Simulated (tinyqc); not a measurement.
Inside a calculation. Method: tight binding, dimerised chain. One step of it, computed by the program tinyqc.

Question. Open chain of 3 cells. The same hoppings without the wrap-around bond.

H of the open chain (eV), lower triangle:
```
           1          2          3          4          5         6
1   0.000000
2  -0.540000   0.000000
3   0.000000  -1.600000   0.000000
4   0.000000   0.000000  -0.540000   0.000000
5   0.000000   0.000000   0.000000  -1.600000   0.000000
6   0.000000   0.000000   0.000000   0.000000  -0.540000  0.000000
```

Give: levels; weights of the highest filled level on the sites.

Answer.

levels (eV): -1.9564  -1.4711  -0.0547  0.0547  1.4711  1.9564

weights of the highest filled level on the sites: 0.4457  0.0046  0.0497  0.0497  0.0046  0.4457

The bulk gap runs from -1.0600 to 1.0600 eV; 2 level(s) of this chain lie inside it: end states, which need the weaker bond inside the cell and a chain longer than their decay length.
